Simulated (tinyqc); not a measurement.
Inside a calculation. Method: Hubbard ring of 3 sites. Computed by tinyqc, a small Python program that keeps every step. Settings: hopping = 0.65, U = 10.2, mixing = 1, iteration cap = 62. Command: `OMP_NUM_THREADS=1 python tinyqc.py 31602 31603 out.jsonl` (the two numbers bound the seeds that draw the settings). One thread of a shared host (Intel(R) Xeon(R) Processor @ 2.60GHz), about 0.2 s of CPU time with the checks.

one-body matrix (hopping and site energies) (eV), order 1, 2, 3:
```
[[-0.560000, -0.650000, -0.650000],
 [-0.650000, -0.330000, -0.650000],
 [-0.650000, -0.650000, 0.500000]]
```

U = 10.200000 eV

electrons, up and down: [2, 2]

n(up) at the start (a guess, not normalised): [0.667000, 0.667000, 0.667000]

n(down) at the start (a guess): [0.667000, 0.667000, 0.667000]

Each step fills the lowest levels of T + U n(other spin) and sets n(new) = n + mixing (n(out) - n); stop when output and input agree to 1e-8.

Course of the cycle:
```
iteration       E (eV)  largest |n(out) - n(in)|  mean |n_up - n_down|
1          14.64106911                  4.89e-01              0.000000
2          14.59551581                  8.21e-01              0.000000
3          17.73230134                  9.78e-01              0.000000
4          14.14010700                  9.78e-01              0.000000
5          17.82596657                  9.82e-01              0.000000
6          14.30169128                  9.82e-01              0.000000
7          17.79774370                  9.81e-01              0.000000
8          14.37022724                  9.81e-01              0.000000
9          17.78513492                  9.80e-01              0.000000
10         14.39253293                  9.80e-01              0.000000
11         17.78096046                  9.80e-01              0.000000
...                ...                       ...                   ...
52         14.40262264                  9.80e-01              0.000000
53         17.77906092                  9.80e-01              0.000000
54         14.40262264                  9.80e-01              0.000000
55         17.77906092                  9.80e-01              0.000000
56         14.40262264                  9.80e-01              0.000000
57         17.77906092                  9.80e-01              0.000000
58         14.40262264                  9.80e-01              0.000000
59         17.77906092                  9.80e-01              0.000000
60         14.40262264                  9.80e-01              0.000000
61         17.77906092                  9.80e-01              0.000000
62         14.40262264                  9.80e-01              0.000000
```

Can the last value be used, and what does the course show?

Not by the stop rule. Not converged within 62 iterations: the residual has stopped falling: the iteration swings between two states. The lowest mean-field energy found from random starts is 8.57707 eV. Reruns (cap 100 unless said): mixing 0.2: not converged; mixing 0.5: not converged; mixing 0.9: not converged; the original settings with a cap of 400: not converged.
